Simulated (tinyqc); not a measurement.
Inside a calculation. Model: correction of a charged-defect supercell by a model charge and potential alignment (plane-averaged potentials). Computed by tinyqc, a small Python program that keeps every step. Command: `OMP_NUM_THREADS=1 python tinyqc.py 3113251 3113252 out.jsonl align walk`. One thread of a shared host (Intel(R) Xeon(R) Processor @ 2.30GHz), about 0.01 s of CPU time with the checks. Intermediate numbers are printed to about 6 digits and carried at full precision; extremes and crossings named in words are read from the listed rows.

The "true" defect charge is (1 - x) q in a Gaussian of width sigma plus x q in one of width sigma_t, so the exact answer is known; the correction sees only a single model Gaussian of width sigma_m. A Gaussian of width s has the transform rho(G) = exp(-G^2 s^2/2), normalised to 1. A uniform background cancels q, so G = 0 is left out. Potentials are those felt by a unit positive charge. E_0 is the formation energy of the isolated defect, E_cell its value in the supercell, E_lat = E_iso - E_per of the model charge, C the true less the model potential far from the defect; the exact correction is E_0 - E_cell, and the error of a scheme is E_cell plus its correction less E_0.

Inputs (values chosen for the exercise, with screening close to that of Al2O3):

| quantity | value | unit |
|---|---|---|
| defect charge q | 2 | e |
| dielectric constant eps | 9.02 | - |
| edge of the cubic cell L | 14.4 | angstrom |
| width sigma of the true defect charge | 1.3 | angstrom |
| width sigma_m of the model charge | 1.1 | angstrom |
| share x of the charge in a wide tail | 0.082 | - |
| width sigma_t of the tail | 2.6 | angstrom |
| formation energy of the isolated defect E_0 | 3.79 | eV |

Constants: e^2/(4 pi eps_0) = 14.39964548 eV angstrom.

## The supercell energy and its true error

Periodic energy E_per = (2 pi q^2/(eps L^3)) (e^2/(4 pi eps_0)) sum_(G != 0) rho(G)^2/G^2, G = (2 pi/L)(n1, n2, n3), |n_i| <= 16. Isolated energy: two Gaussians of charges q_a, q_b and widths a, b interact by q_a q_b (e^2/(4 pi eps_0 eps)) sqrt(2/pi)/sqrt(a^2 + b^2), and the self-energy is half the sum over pairs. Supercell value E_cell = E_0 + E_per - E_iso for the true charge.

E_iso, true charge = 1.30433 eV

E_per, true charge = 0.703524 eV

E_cell = 3.18920 eV

exact correction = 0.600803 eV

## Lattice energy of the model charge

E_lat = E_iso - E_per for the model charge; point-charge value alpha q^2 e^2/(4 pi eps_0 eps 2 L) with alpha = 2.837297.

E_iso, model = 1.63760 eV

E_per, model = 1.02476 eV

E_lat = 0.612838 eV

point-charge value = 0.629097 eV

## Plane-averaged potentials

Plane-averaged potential at distance z from the defect: V(z) = (4 pi q/(eps L^3)) (e^2/(4 pi eps_0 e)) sum_(m != 0) rho(G_m) cos(G_m z)/G_m^2, G_m = 2 pi m/L, |m| <= 40.

Potentials (V):

| z/L | z (angstrom) | true | model | difference |
|---|---|---|---|---|
| 0.00 | 0.00 | 0.137758 | 0.155407 | -0.0176490 |
| 0.05 | 0.72 | 0.126836 | 0.141324 | -0.0144879 |
| 0.10 | 1.44 | 0.097854 | 0.105432 | -0.0075783 |
| 0.15 | 2.16 | 0.059381 | 0.060703 | -0.0013216 |
| 0.20 | 2.88 | 0.019567 | 0.017123 | 0.0024440 |
| 0.25 | 3.60 | -0.016636 | -0.020924 | 0.0042884 |
| 0.30 | 4.32 | -0.047077 | -0.052242 | 0.0051646 |
| 0.35 | 5.04 | -0.071019 | -0.076620 | 0.0056012 |
| 0.40 | 5.76 | -0.088214 | -0.094034 | 0.0058200 |
| 0.45 | 6.48 | -0.098562 | -0.104482 | 0.0059199 |
| 0.50 | 7.20 | -0.102017 | -0.107965 | 0.0059484 |

The difference moves by 0.13 mV between z/L = 0.4 and 0.5: a plateau.

## Alignment and corrected energy

C = difference at z = L/2; E_corr = E_cell + E_lat - q C. For charges that have died out at L/2, C = (2 pi q/(eps L^3)) (e^2/(4 pi eps_0 e)) (<s^2> - sigma_m^2), <s^2> = (1 - x) sigma^2 + x sigma_t^2.

alignment C = 0.00594837 V

C, closed form = 0.00601796 V

E_corr = 3.79014 eV

error with alignment (rounded to 1e-4 meV) = 0.1382 meV

error without alignment = 12.0350 meV

error with the point-charge term alone = 28.2935 meV

error without correction = -600.803 meV

Errors are measured against E_0. Alignment cuts the error of the model charge from 12 to 0.14 meV.

## Errors against cell size

Schemes: none; point-charge term alpha q^2 e^2/(4 pi eps_0 eps 2 L), alpha = 2.837297; E_lat of the model; E_lat - q C with C at z = L/2.

Error against E_0 (meV):

| L (angstrom) | none | point charge | model charge | model and alignment |
|---|---|---|---|---|
| 10.1 | -815.153 | 81.7769 | 34.6569 | 3.11581 |
| 12.2 | -696.029 | 46.5114 | 19.7759 | 0.71899 |
| 14.4 | -600.803 | 28.2935 | 12.0350 | 0.13825 |
| 17.3 | -507.324 | 16.3173 | 6.9411 | 0.01311 |
| 21.6 | -411.014 | 8.3835 | 3.5662 | 0.00026 |

Between the last two rows the uncorrected error scales as L^-0.95 and the point-charge remainder as L^-3.00. With alignment the error is +3.1 meV in the smallest cell and 0.00 meV in the largest.

Checks made by the program: E_lat against the point-charge value less 2 pi q^2 sigma_m^2 e^2/(4 pi eps_0 eps L^3) (relative difference 2e-07).
